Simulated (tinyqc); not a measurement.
Worked calculation: electron mobility of a polar semiconductor by Rode's iterative solution of the Boltzmann equation. Computed by tinyqc, a small Python program that keeps every step. Command: `OMP_NUM_THREADS=1 python tinyqc.py 3005034 3005035 out.jsonl rode walk`. One thread of a shared host (Intel(R) Xeon(R) Processor @ 2.30GHz), about 0.01 s of CPU time with the checks. Intermediate numbers are printed to about 7 digits and carried at full precision; extremes and crossings named in words are read from the listed rows.

The distribution is f(E) + e F l(E) (-df/dE) cos(theta) for a weak field F, theta counted from the force; l(E) is a mean free path. Elastic processes enter by their momentum rate, polar optical phonons by out- and in-scattering terms. One valley only: where upper valleys lie close, measured mobilities are lower. The density n is prescribed, even where a narrow-gap material would have more intrinsic carriers.

Inputs (values chosen for the exercise, modelled on InSb):
```
quantity                               value    unit
effective mass m                       0.013     m_0
static permittivity eps_s               16.8       -
high-frequency permittivity eps_inf     15.7       -
density rho                             5780  kg/m^3
sound velocity v_l                      3710     m/s
acoustic deformation potential D_A       8.8      eV
optical phonon energy hbar w            24.4     meV
electron density n                   1.8e+15  1/cm^3
compensation ratio C                       0       -
temperature T                            500       K
grid points per phonon energy s            6       -
iteration cap                              4       -
```

Band: parabolic. Elastic processes: acoustic, impurity.

Constants: k_B = 8.617333262e-05 eV/K; m_0 = 9.1093837015e-31 kg; e = 1.602176634e-19 C; hbar = 1.054571817e-34 J s; eps_0 = 8.8541878128e-12 F/m; k_B = 1.380649e-23 J/K; hbar = 6.582119569e-16 eV s.

## Fermi level and screening

Parabolic band: E = hbar^2 k^2/(2 m), speed v = hbar k/m, states per spin, volume and energy g(E) = m k/(2 pi^2 hbar^2). Masses are multiplied by m_0 and all formulas are in SI units. The reduced Fermi level eta = E_F/(k_B T) solves n = 2 Z int g f dE with f = 1/(1 + exp(x - eta)) (Z = 1 unless valleys are given); screening length L_s = sqrt(eps_s eps_0 k_B T/(e^2 dn/deta)), dn/deta = 2 Z int g f (1 - f) dE. Integrals over x = E/(k_B T) use 160 Gauss-Legendre points in u = sqrt(x) from 0 to sqrt(max(eta, 0) + 32). N_I = n (1 + C)/(1 - C).

reduced Fermi level eta = -3.786682

screening length L_s = 149.6676 nm

ionised impurity density N_I = 1.80e+15 1/cm^3

## Rates on one ladder of the grid

Phonon occupation N_q = 1/(exp(hbar w/(k_B T)) - 1). Acoustic deformation potential (elastic, equipartition, absorption and emission together): 1/tau = 2 pi k_B T D_A^2 g(E)/(hbar rho v_l^2). Singly charged impurities, momentum relaxation: 1/tau = N_I e^4 m (1 + 2 alpha E) Phi/(8 pi (eps_s eps_0)^2 hbar^3 k^3), with alpha = 0 for a parabolic band. Brooks-Herring: Phi = ln(1 + b) - b/(1 + b), b = 4 k^2 L_s^2. Polar optical, unscreened: W = e^2 w (1/eps_inf - 1/eps_s) m (1 + 2 alpha E') ln|(k + k')/(k - k')| / (4 pi eps_0 hbar^2 k), times N_q for absorption (E' = E + hbar w) and N_q + 1 for emission (E' = E - hbar w > 0), with alpha = 0 for a parabolic band; mean cosine of the angle <cos> = (k^2 + k'^2)/(2 k k') - 1/ln|(k + k')/(k - k')|. Energy grid E_j = (j + 1/2) hbar w/s, j = 0, 1, ..., up to (max(eta, 0) + 18) k_B T, so that E_j +/- hbar w are grid points; l = 0 beyond the grid; integrals are sums times the spacing. With f' = f(E'): out-scattering S_o = sum over absorption and emission of W (1 - f')/(1 - f); nu = sum of elastic rates; the in-scattering weights are c+ = W_abs <cos> (1 - f')/(1 - f) for E' = E + hbar w and c- likewise for emission.

Points j = s/2, s/2 + s, ... (the first seven rungs, or as many as the grid holds), rates in 1e12/s:
```
E (meV)   v (m/s)         nu       S_o         c+         c-
14.2333    620594  0.3619009  1.014564  0.4232128  0.0000000
38.6333   1022434  0.1501086  1.987917  0.5096447  0.4463036
63.0333   1305988  0.1261270  2.109914  0.5245023  0.6973589
87.4333   1538128  0.1245596  2.077642  0.5233281  0.7810373
111.8333  1739561  0.1289184  2.021496  0.5171112  0.8131143
136.2333  1919976  0.1352897  1.963396  0.5092018  0.8242040
160.6333  2084836  0.1423783  1.908515  0.5008404  0.8254575
```

Points one phonon energy apart are coupled only to each other, so the grid falls into s independent ladders.

## The first two iterations on one ladder of the grid

Iteration: l_new(E) = [v(E) + c+ l(E + hbar w) + c- l(E - hbar w)]/(nu + S_o), from l = 0.

l after iteration 1 (nm): 450.861  478.214  584.063  698.450  808.942  914.847  1016.550

l after iteration 2 (all rungs but the last shown) (nm): 597.894  711.553  897.038  1097.831  1293.034  1479.182

In-scattering lengthens l on the lowest rung by 32.6 % and on the second by 48.8 % in this step.

## The whole iteration

mu = e sum g v l f (1 - f) / (3 k_B T sum g f) over the grid; stop when mu changes by less than 1e-8 of itself.

Course of the iteration:
```
iteration  mu (cm^2/(V s))  relative change
1                  65785.9         1.000000
2                 102443.4         0.357832
3                 123490.3         0.170434
4                 135682.7         0.089860
```

mobility mu = 135682.7 cm^2/(V s)

iterations = 4

The cap of 4 iterations was reached with mu still rising by 9 % in the last step, so the value is too low.

Reruns converge with iteration cap = 200.
